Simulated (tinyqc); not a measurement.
MESFET, gradual channel with velocity saturation: one step of the calculation.

A uniformly doped n-type channel, depleted from the top by a Schottky gate; at channel potential V the depleted share of a is u = sqrt((Vbi - Vg + V)/Vp), s at the source. Electrons drift with v = mu E/(1 + mu E/vsat). Abrupt depletion edge, no series resistance, source at 0.

Question. Current below saturation. u = sqrt((Vbi - Vg + Vd)/Vp). I = (G0 Vp/3) F/(1 + Z (u^2 - s^2)), F = 3 (u^2 - s^2) - 2 (u^3 - s^3), with u at V = Vd; Z = 0 gives constant mobility, for which u stops at 1.

Values chosen for this exercise: gate voltage Vg = -0.2 V; drain voltage Vd = 0.42 V.

Vbi = 0.54665687 V
Vp = 1.6751807 V
G0 = 46.262850 mS
Z = 3.8072288
s = 0.66762056

Wanted: u; F; I for Z = 0; I.

Answer.

u = 0.8345
F = 0.1849
I for Z = 0 = 4.777 mA
I = 2.444 mA

The falling mobility lowers the current by 48.8 %.

Computed by the program tinyqc: `OMP_NUM_THREADS=1 python tinyqc.py 2500016 2500017 out.jsonl`, one thread of a shared Intel Xeon 2.30GHz, about 0.04 s for the whole run.
